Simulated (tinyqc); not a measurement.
Long-channel MOSFET, surface-potential model: two steps of the calculation.

n-channel transistor on a uniformly doped p-type body, gradual-channel approximation, constant mobility, Boltzmann statistics, full ionisation. Potentials are counted from the neutral body; V is the electron quasi-Fermi potential, Vsb at the source and Vsb + Vds at the drain. Charges are magnitudes per area.

Inputs (values chosen for the exercise); material values close to those of gallium arsenide:
- T = 300 K (temperature)
- Vfb = -0.38 V (flat-band voltage)
- mu = 370 cm^2/(V s) (channel mobility)
- W = 10 um (gate width)
- L = 5 um (gate length)
- Vsb = 1 V (source-body reverse bias)
- Vgs = 0.92 V (gate-source voltage)
- Vds = 2 V (drain-source voltage)

Constants: q = 1.602176634e-19 C, kB = 1.380649e-23 J/K, Vt = kB T/q. Results are converted to the units shown.

Question 1. Surface potential at the source by Newton steps. With V = Vsb: G = psi - Vt + Vt e, e = exp((psi - 2 phiF - Vsb)/Vt); f = Vgs + Vsb - Vfb - psi - gamma sqrt(G); f' = -1 - gamma (1 + e)/(2 sqrt(G)); psi(new) = psi - f/f'.

psi after iteration 1 = 2.2643770 V
phiF = 0.54035423 V
gamma = 0.022692715 V^0.5

Find: G; f; f'; psi after iteration 2.

Answer 1.

G = 33.715 V
f = -0.096142 V
f' = -3.3812
psi after iteration 2 = 2.2359 V

Question 2. Charges and current of the charge-sheet model. psi_0 and psi_L solve Vgs + Vsb - Vfb - psi = gamma sqrt(G) at V = Vsb and Vsb + Vds. Qi = Cox gamma [sqrt(G) - sqrt(psi - Vt)], G = psi - Vt + Vt exp((psi - 2 phiF - V)/Vt), at both ends. With U = Vgs + Vsb - Vfb: drift = mu (W/L) Cox [U (psi_L - psi_0) - (psi_L^2 - psi_0^2)/2 - (2/3) gamma ((psi_L - Vt)^1.5 - (psi_0 - Vt)^1.5)]; diffusion = mu (W/L) Vt (Qi0 - QiL).

psi_0 = 2.2282720 V
psi_L = 2.2660353 V
phiF = 0.54035423 V
Cox = 1.5665102 uF/cm^2
gamma = 0.022692715 V^0.5

Wanted: Qi0; QiL; drift current; diffusion current; drain current.

Answer 2.

Qi0 = 59.607 nC/cm^2
QiL = 1.0046e-31 nC/cm^2
drift current = 0.83284 uA
diffusion current = 1.1403 uA
drain current = 1.9732 uA

Drift carries 42.2 % of the current. The drain end is pinched off: its charge is under 1 % of that at the source.

Numbers from tinyqc (`OMP_NUM_THREADS=1 python tinyqc.py 2360088 2360089 out.jsonl`; about 0.04 s on one thread of a shared Intel Xeon 2.30GHz).
